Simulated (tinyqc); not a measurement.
# Capacitance measurement on a leaky thin oxide: effects of series resistance and leakage: effects of single changes

The device is a capacitance C in parallel with a leakage conductance G, in series with Rs and Ls. An impedance meter reports either a parallel pair (Cp, Gp) from Y = 1/Z = Gp + i w Cp or a series pair (Cs, Rm) from Z = Rm + 1/(i w Cs); w = 2 pi f, dissipation D = Gp/(w |Cp|).

Inputs (values chosen for the exercise); values of the order met in thin-oxide MOS capacitors: relative permittivity of the gate insulator (close to aluminium oxide) eox = 9.09; insulator thickness tox = 2.8 nm; gate area A = 100 um^2; oxide-equivalent thickness added by the accumulation layer zc = 0.46 nm; oxide-equivalent thickness added by gate depletion zp = 0 nm; gate leakage current density, not matched to the thickness Jg = 0.021 A/cm^2; voltage for an e-fold rise of the leakage Vs = 0.17 V; series resistance Rs = 53 ohm; series inductance Ls = 28 nH; measuring frequency f = 1e6 Hz.

Constants: eps0 = 8.8541878128e-14 F/cm where lengths are in cm. Results are converted to the units shown.

Each table varies one quantity; the others keep the values above.

## Readings against frequency

EOT = 3.9 tox/eox; CET = EOT + zc + zp; C = 3.9 eps0 A/CET; G = Jg A/Vs. Z = Rs + i w Ls + 1/(G + i w C); CET read from Cp = 3.9 eps0 A/Cp; errors under 0.001 % are printed as 0.

The same in every row: C (pF) = 2.079.

Results:
```
f (Hz)  Cp (pF)  Cs (pF)         D  error of Cp (%)  error of Cs (%)  CET read from Cp (nm)
1000      2.079    188.0     9.459         -1.31e-3             8950                  1.661
3000      2.079    22.74     3.153         -1.31e-3              994                  1.661
30000     2.079    2.285    0.3153         -1.31e-3             9.94                  1.661
1e5       2.079    2.097   0.09466         -1.31e-3            0.895                  1.661
3e5       2.079    2.081   0.03174         -1.29e-3           0.0994                  1.661
1e6       2.079    2.079   0.01015         -1.13e-3          9.18e-3                  1.661
3e6       2.079    2.079  0.005230                0          3.06e-3                  1.661
1e7       2.079    2.079  0.007869           0.0169           0.0231                  1.661
3e7       2.082    2.083   0.02112            0.163            0.207                  1.659
```

Estimate the missing row, f = 10000 Hz.

Computed row:
```
f (Hz)  Cp (pF)  Cs (pF)       D  error of Cp (%)  error of Cs (%)  CET read from Cp (nm)
10000     2.079    3.938  0.9459         -1.31e-3             89.5                  1.661
```

With this row back in the table: D goes from 9.46 through a minimum of 0.00523 (at f = 3e6 Hz among the rows listed) to 0.0211; without inductance its minimum lies at f = sqrt(G (1 + G Rs)/Rs)/(2 pi C) = 3.70e6 Hz. The error of Cp goes from -0.00131 to 0.163 % and that of Cs from 8950 to 0.207 %; at low frequency Cp tends to C/(1 + G Rs)^2 and Cs grows as 1 + (G/(w C))^2. One of the two readings is within 2 % of C for f = 1000, 3000, 10000, 30000, 1e5, 3e5, 1e6, 3e6, 1e7, 3e7 Hz. For f = 1000, 3000 D exceeds 1, where the accuracy of real meters degrades in proportion to sqrt(1 + D^2).

## Effect of the gate leakage current density, not matched to the thickness

Same model as above.

The same in every row: C (pF) = 2.0785.

Effect of the gate leakage current density, not matched to the thickness:
```
Jg (A/cm^2)  Cp (pF)  Cs (pF)          D  error of Cp (%)  error of Cs (%)  CET read from Cp (nm)
1e-5          2.0786   2.0786  6.9668e-4                0                0                 1.6613
0.0001        2.0786   2.0786  7.3722e-4                0                0                 1.6613
0.001         2.0786   2.0786  0.0011426                0                0                 1.6613
0.02          2.0785   2.0787  0.0097005         -1.07e-3          8.34e-3                 1.6613
0.2           2.0783   2.0954   0.090781          -0.0123            0.812                 1.6615
2             2.0760   3.7653    0.90208           -0.125             81.1                 1.6634
30            2.0394   381.75     13.645            -1.89           1.83e4                 1.6932
300           1.6653    39615     154.23            -19.9           1.91e6                 2.0736
```

What does the comparison show?

As Jg goes from 1e-5 to 300, the error of Cp goes from 0 to -19.9 %, that of Cs from 0 to 1.91e6 %, and D rises from 6.97e-4 to 154. The CET read from Cp goes from 1.66 to 2.07 nm against the true 1.66 nm. For Jg = 30, 300 D exceeds 1, where the accuracy of real meters degrades in proportion to sqrt(1 + D^2).

tinyqc, about 0.01 s, one thread, Intel Xeon 2.30GHz (shared host): `OMP_NUM_THREADS=1 python tinyqc.py 2022102 2022103 out.jsonl`
